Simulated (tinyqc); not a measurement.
# Cell-based percolation model of oxide breakdown: what changes with what

The oxide, of thickness n a, is cut into cubic cells. A cell is defective with the chance l = 1 - exp(-a^3 N), N = N1 (t/1 s)^al. A column of n defective cells breaks the oxide down, and the area holds M = A/a^2 independent columns: 1 - F = (1 - l^n)^M.

Inputs (values chosen for the exercise):
```
symbol,value,unit,meaning
a,1.4,nm,edge of a cell
n,4,,cells across the oxide
A,2.9,um^2,area
al,0.29,,exponent of defect growth
N1,5.7e17,cm^-3,defect density after 1 s
```

Each table varies one quantity; the others keep the values above.

## Effect of the thickness

At F = 1 - 1/e: l_c = (1 - exp(-1/M))^(1/n), N_bd = -ln(1 - l_c)/a^3, t63 = (N_bd/N1)^(1/al). W = ln(-ln(1 - F)); for small l, W = ln M + n ln(a^3 N), so the Weibull slope is n al.

Effect of the thickness:
```
n,l_c,N_bd (cm^-3),t63 (s),slope at t63
1,6.759e-7,2.463e14,2.504e-12,0.2900
2,8.221e-4,2.997e17,0.1090,0.5798
3,0.008776,3.212e18,388.6,0.8662
4,0.02867,1.060e19,2.386e4,1.143
5,0.05834,2.191e19,2.914e5,1.407
6,0.09368,3.585e19,1.592e6,1.656
7,0.1314,5.133e19,5.492e6,1.890
8,0.1693,6.761e19,1.420e7,2.111
9,0.2063,8.419e19,3.024e7,2.320
```

What does the table show?

N_bd rises from 2.46e14 to 8.42e19 cm^-3 and the slope rises from 0.290 to 2.32, against n al = 0.290 to 2.61. A thin oxide needs few defects in a row, so it breaks at a lower density and with a wider spread; at n = 1 one defect suffices. For n = 1 t63 is under a microsecond, a formal extension of the power law of defect growth.

## Effect of the area

Same model as above.

Results:
```
A (um^2),l_c,N_bd (cm^-3),t63 (s),slope at t63
0.0014,0.1934,7.833e19,2.358e7,1.041
0.023,0.09608,3.681e19,1.745e6,1.102
0.38,0.04766,1.779e19,1.423e5,1.132
6.4,0.02352,8.675e18,1.195e4,1.146
110,0.01155,4.235e18,1008,1.153
1800,0.005744,2.099e18,89.65,1.157
31000,0.002820,1.029e18,7.669,1.158
8.6e6,6.909e-4,2.519e17,0.05984,1.160
```

Estimate the missing row, A = 5.1e5 um^2.

Computed row:
```
A (um^2),l_c,N_bd (cm^-3),t63 (s),slope at t63
5.1e5,0.001400,5.106e17,0.6843,1.159
```

With this row back in the table: t63 falls from 2.36e7 to 0.0598 s, as A^(-0.93) between the first two rows and A^(-0.86) between the last two, against -1/(n al) = -0.86; the slope at t63 rises from 1.04 to 1.16, nearer to n al where l_c is small.

Numbers from tinyqc (`OMP_NUM_THREADS=1 python tinyqc.py 2070062 2070063 out.jsonl`; about 0.01 s on one thread of a shared Intel Xeon 2.30GHz).
